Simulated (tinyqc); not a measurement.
Series resistance and mobility from two gate lengths.

Question. At small Vds the total resistance times width is 2 Rs + L/(mu Q), with the same mu and Q at both lengths. Find mu and Rs.

total resistance at L = 40 and 120 nm (ohm um): 268.35017  605.05051
Q = 0.72 uC/cm^2

Solution. The slope against L is 1/(mu Q), and the intercept at L = 0 is 2 Rs.

mu = 330.0 cm^2/(V s)
Rs = 50.00 ohm um

Numbers from tinyqc (`OMP_NUM_THREADS=1 python tinyqc.py 2380159 2380160 out.jsonl`; about 0.02 s on one thread of a shared Intel Xeon 2.30GHz).
